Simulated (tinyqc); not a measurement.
Pressure series at fixed power: global model of a low-pressure process discharge: electron temperature, density, ion flux and ion energy. Computed by tinyqc, a small Python program. Command: `OMP_NUM_THREADS=1 python tinyqc.py 3112026 3112027 out.jsonl plasma walk`. One thread of a shared host (Intel(R) Xeon(R) Processor @ 2.30GHz), about 0.01 s of CPU time with the checks.

Maxwellian electrons with temperature T_e in eV, one positive ion, no negative ions, uniform bulk density n; rate constants have the Arrhenius form.

Inputs (values chosen for the exercise, of the order of those of an inductive discharge in a simple atomic gas):
```
quantity,value,unit
ion mass M,19,u
ionisation prefactor K0,4.8e-14,m^3/s
ionisation energy E_iz,15.5,eV
excitation prefactor X0,1.9e-14,m^3/s
excitation energy E_ex,8.9,eV
elastic rate constant K_el,1.8e-13,m^3/s
ion-neutral cross section,9.9e-19,m^2
gas temperature T_g,500,K
radius R,14,cm
height L,11,cm
absorbed power P,730,W
```

Constants: k_B = 1.380649e-23 J/K; e = 1.602176634e-19 C; u = 1.6605390666e-27 kg; m_0 = 9.1093837015e-31 kg.

Method:
- n_g = p/(k_B T_g), lambda_i = 1/(n_g sigma), K_iz = K0 exp(-E_iz/T_e), h_L = 0.86/sqrt(3 + L/(2 lambda_i)), h_R = 0.8/sqrt(4 + R/lambda_i), A_eff = 2 pi R^2 h_L + 2 pi R L h_R and d_eff = pi R^2 L/A_eff follow p.
- Particle balance: K0 exp(-E_iz/T_e) n_g d_eff = u_B, u_B = sqrt(e T_e/M).
- E_c = E_iz + (X0 exp(-E_ex/T_e) E_ex + K_el (3 m_0/M) T_e)/K_iz; E_T = E_c + (5/2) T_e + (T_e/2) ln(M/(2 pi m_0)); n = P/(e u_B A_eff E_T); J = e h_L n u_B. Pressures without a root below 2 E_iz are left out.

Against pressure:
```
p (Pa),T_e (eV),E_c (eV),E_T (eV),n (1/cm^3),J (mA/cm^2)
0.1,6.9862,24.58,72.14,1.2331e+11,5.1992
0.2,4.8305,29.35,62.23,1.9236e+11,6.1357
0.5,3.4209,39.86,63.14,2.8450e+11,6.2003
1.0,2.7843,53.44,72.39,3.4964e+11,5.4900
2.0,2.3379,75.36,91.28,4.0141e+11,4.3981
5.0,1.9234,126.41,139.50,4.3847e+11,2.8984
10.0,1.6947,193.77,205.30,4.4205e+11,1.9747
20.0,1.5145,304.31,314.62,4.2813e+11,1.2903
```

T_e falls from 6.99 to 1.51 eV, n changes by a factor 3.5 and J by 0.25; in J = P h_L/(A_eff E_T), E_T changes by a factor 4.36 and is least at 0.2 Pa, between wall losses at high T_e and excitation losses at low T_e.

Extremes, crossings and ranges named in words are read from the listed rows.
